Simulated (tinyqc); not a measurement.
# MOS structure on a p-type body, non-linear Poisson equation by Newton steps: two studies

One dimension, insulator interface at x = 0, acceptor density Na, uniform, net doping C = -(acceptor density). psi is counted from the intrinsic level: n = ni exp((psi - Vb)/Vt), p = ni exp(-psi/Vt); deep in the body psi_b = -Vt ln(Na/ni). The gate acts through Cox = eps0 eox/tox and has the potential psi_G = Vg - (phiM - chi - Vt ln(Nc/ni)). Boltzmann statistics, full ionisation, classical densities, no oxide or interface charge. Acceptors in real wide-gap material are deep and only partly ionised in the neutral body.

Parameters, values chosen for the exercise; band and dielectric values close to those of 4H silicon carbide: temperature T = 350 K; band gap Eg = 3.31 eV; relative permittivity eps_r = 9.61; conduction-band density of states at T Nc = 2.1e19 cm^-3; valence-band density of states at T Nv = 3.15e19 cm^-3; electron affinity chi = 3.63 eV; acceptor density deep in the body Na = 7.4e17 cm^-3; relative permittivity of the gate insulator (close to silicon dioxide) eox = 3.9; insulator thickness tox = 4.8 nm; gate work function phiM = 4.19 eV; electron quasi-Fermi potential against the body Vb = 0 V.

Constants: q = 1.602176634e-19 C, kB = 1.380649e-23 J/K, Vt = kB T/q, eps0 = 8.8541878128e-14 F/cm where lengths are in cm. Results are converted to the units shown.

Each table varies one quantity; the others keep the values above.

## Charge and capacitance against gate voltage

ni = sqrt(Nc Nv) exp(-Eg/(2 Vt)), Eg in volts. The Poisson equation d/dx(eps0 eps_r dpsi/dx) = -q (p - n + C), with eps0 eps_r dpsi/dx = -Cox (psi_G - psi_0) at x = 0, is solved on a mesh of about 600 nodes or more. N_inv is the integral of n less its value deep in the body. C_LF = Cox (1 - dpsi_0/dVg) with all carriers following; C_HF is the same with the electron quasi-Fermi level shifting uniformly so that N_inv stays fixed. The centroid is that of the same excess.

Charge and capacitance against gate voltage:

| Vg (V) | psi_0 - psi_b (V) | N_inv (cm^-2) | C_LF/Cox | C_HF/Cox | centroid (nm) |
|---|---|---|---|---|---|
| 1.27 | 2.86 | 9.18e6 | 0.157 | 0.157 | 0.343 |
| 1.4 | 2.97 | 3.43e8 | 0.156 | 0.154 | 0.337 |
| 1.52 | 3.07 | 9.26e9 | 0.198 | 0.152 | 0.331 |
| 1.65 | 3.15 | 1.48e11 | 0.554 | 0.150 | 0.324 |
| 1.78 | 3.19 | 5.24e11 | 0.793 | 0.150 | 0.316 |
| 1.91 | 3.21 | 1.00e12 | 0.873 | 0.149 | 0.308 |
| 2.03 | 3.22 | 1.47e12 | 0.907 | 0.149 | 0.301 |
| 2.16 | 3.24 | 2.00e12 | 0.927 | 0.149 | 0.294 |
| 2.29 | 3.24 | 2.54e12 | 0.940 | 0.149 | 0.287 |

What does the comparison show?

N_inv goes from 9.18e6 to 2.54e12 cm^-2 and passes 2e11 cm^-2 at Vg = 1.67 V. Below threshold it takes 83.8 mV a decade between Vg = 1.4 and 1.52 V, against Vt ln 10 = 69.4 mV. C_LF/Cox is lowest, 0.156, at Vg = 1.4 V among the rows listed and ends at 0.940, while C_HF/Cox ends at 0.149. Between the last two rows q dN_inv/dVg is 0.926 Cox. Where the classical centroid is under about 2 nm, confinement would move the charge away from the interface and raise the threshold. Above about 2e12 cm^-2 degeneracy matters too.

## Effect of the insulator thickness on threshold, swing and body effect

VT is the Vg at which N_inv = 2e11 cm^-2. m = 1/(dpsi_0/dVg) at N_inv = 1e8 cm^-2; the swing is the Vg between N_inv = 1e8 and 1e9 cm^-2; body coefficient [VT(Vb + 0.05 V) - VT(Vb)]/0.05 V - 1.

The same in every row: psi_0 - psi_b at VT (V) = 3.16.

Results:

| tox (nm) | VT (V) | m - 1 | swing (mV/decade) | body coefficient |
|---|---|---|---|---|
| 1.2 | 0.811 | 0.0460 | 73.0 | 0.0489 |
| 2.6 | 1.15 | 0.0997 | 76.8 | 0.100 |
| 3.8 | 1.43 | 0.146 | 80.0 | 0.145 |
| 5.6 | 1.86 | 0.215 | 84.9 | 0.211 |
| 8.2 | 2.49 | 0.314 | 91.9 | 0.307 |
| 12 | 3.40 | 0.460 | 102 | 0.446 |

Estimate the missing row, tox = 1.8 nm.

Computed row:

| tox (nm) | VT (V) | m - 1 | swing (mV/decade) | body coefficient |
|---|---|---|---|---|
| 1.8 | 0.955 | 0.0690 | 74.7 | 0.0710 |

With this row back in the table: As tox goes from 1.2 to 12, VT rises from 0.811 to 3.40 V, the swing rises from 73.0 to 102 mV/decade and the body coefficient rises from 0.0489 to 0.446. The swing stays within 0.70 % of m Vt ln 10, and the body coefficient within 0.014 of m - 1.

Program tinyqc, `OMP_NUM_THREADS=1 python tinyqc.py 2080125 2080126 out.jsonl`; Intel Xeon 2.30GHz, shared host, one thread, about 0.6 s.
